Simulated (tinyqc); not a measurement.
The whole curve: space-charge-limited current through a thin insulating or semi-insulating film with traps. Computed by tinyqc, a small Python program. Command: `OMP_NUM_THREADS=1 python tinyqc.py 3001565 3001566 out.jsonl sclc walk`. One thread of a shared host (Intel(R) Xeon(R) Processor @ 2.30GHz), about 0.01 s of CPU time with the checks.

One ohmic injecting contact at x = 0 (field zero), drift only, non-degenerate free carriers.

Inputs (values chosen for the exercise, modelled on an amorphous oxide semiconductor):
```
quantity,value,unit
permittivity eps,10,-
band mobility mu,12,cm^2/(V s)
effective density of states N_c,4.8e+18,1/cm^3
trap density N_t,2.9e+15,1/cm^3
"equilibrium Fermi level below the band edge, E_0",0.79,eV
thickness d,720,nm
"free density at the anode, in units of N_c",3.3e-09,-
temperature T,300,K
trap level E_t below the band edge,0.47,eV
```

Traps: single level.

Constants: k_B = 8.617333262e-05 eV/K; e = 1.602176634e-19 C; eps_0 = 8.8541878128e-12 F/m.

Method:
- Free density n_0 = N_c exp(-E_0/k_B T) in equilibrium; trapped density n_t(n) = N_t/(1 + n_1/n), n_1 = N_c exp(-E_t/k_B T).
- theta = n/(n + n_t) at the anode density; trap-filled-limit voltage V_TFL = e (N_t - n_t(n_0)) d^2/(2 eps eps_0).
- J = e mu n F and (eps eps_0/e) dF/dx = n - n_0 + n_t(n) - n_t(n_0) = rho(n). With F = J/(e mu n): d = (eps eps_0 J/(e^2 mu)) I_1 and V = (eps eps_0 J^2/(e^3 mu^2)) I_2, I_k = int_(n_L)^infinity dn/(n^(k+1) rho(n)), n_L the density at the anode; with u = n_L/n, 200 Gauss-Legendre points in t, u = 1 - (1 - t)^2.
- The last column is d ln J/d ln V up to the next row.

V_TFL = 1.36017 V

Current against voltage:
```
n_L (1/cm^3),V (V),J (A/cm^2),slope
2.70e+05,4.3116e-06,3.7829e-14,1.711
3.00e+06,1.6926e-04,2.0188e-11,1.984
3.30e+07,1.9495e-03,2.5759e-09,2.005
3.70e+08,2.1651e-02,3.2181e-07,2.074
4.10e+09,2.0843e-01,3.5273e-05,2.709
4.60e+10,9.2659e-01,2.0090e-03,8.237
5.10e+11,1.3109e+00,3.5007e-02,45.858
5.70e+12,1.3837e+00,4.1695e-01,21.288
6.30e+13,1.5548e+00,4.9917e+00,5.359
7.00e+14,2.6336e+00,8.4084e+01,2.539
7.80e+15,1.1796e+01,3.7837e+03,2.066
8.70e+16,1.1092e+02,3.8759e+05,-
```

The slope starts at 1.71, peaks at 45.9 between 1.31 and 1.38 V and ends at 2.07. Rows below 0.26 V (10 k_B T/e) are formal, since diffusion from the contact rules there. Self-heating is left out, although J V exceeds 1e5 W/cm^2 at the last row. The last rows ignore velocity saturation (mu V/d above 1e7 cm/s). The steep part is the filling of the level near V_TFL = 1.36 V, from which N_t can be read; below it a slope near 2, where the rows show one, belongs to the square law scaled by theta.

Extremes, crossings and ranges named in words are read from the listed rows.
